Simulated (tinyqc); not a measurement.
Van der Pauw, Hall and four-point-probe measurements on a doped layer: correction factor against the shape of the sample.

A uniform p-type layer with sheet resistance Rs = 1/(q ns mu), point contacts, low field (mu B small).

Rs = 1/(q ns mu). For a rectangle with contacts at the corners, RA = (8 Rs/pi) sum_(k>=0) ln coth((2k + 1) pi a/(2 b)) with current along a short side b and voltage along the opposite one, RB the same with a and b exchanged. ar = a/b. F = Rs/[(pi/ln 2)(RA + RB)/2]; small-asymmetry estimate 1 - (ln 2/2) d^2 - ((ln 2)^2/4 - (ln 2)^3/12) d^4 with d = (RB - RA)/(RB + RA).

Values chosen for this exercise: sheet density of the layer ns = 1.1e13 cm^-2; drift mobility mu = 140 cm^2/(V s).

Constants: q = 1.602176634e-19 C. Results are converted to the units shown.

Result of one run:
```
RA (ohm)	RB (ohm)	RB/RA	F	estimate of F
24.830	5108.8	205.75	0.34838	0.57126
```

Which side ratio a/b of a rectangular sample with corner contacts ar gave this result: 1.46, 1.69, 1.91 or 2.14?

ar = 2.14.

The whole series:
```
ar	RA (ohm)	RB (ohm)	RB/RA	F	estimate of F
1	894.22	894.22	1.0000	1.0000	1.0000
1.23	433.32	1618.1	3.7341	0.87182	0.87413
1.46	210.29	2443.9	11.622	0.67381	0.70823
1.69	102.08	3323.2	32.554	0.52212	0.62128
1.91	51.143	4189.7	81.922	0.42172	0.58618
2.14	24.830	5108.8	205.75	0.34838	0.57126
2.37	12.055	6034.6	500.59	0.29577	0.56529
2.6	5.8528	6963.7	1189.8	0.25661	0.56285
```

RB/RA rises from 1.00 to 1190 and F falls from 1.00 to 0.257. The estimate is 5.1 % above F at a/b = 1.46 and 2.19 times it in the last row. RA shrinks about as exp(-pi a/b): by a factor of 2.06 between the last two rows, against 2.06.

Program tinyqc, `OMP_NUM_THREADS=1 python tinyqc.py 2850146 2850147 out.jsonl`; Intel Xeon 2.30GHz, shared host, one thread, about 0.01 s.
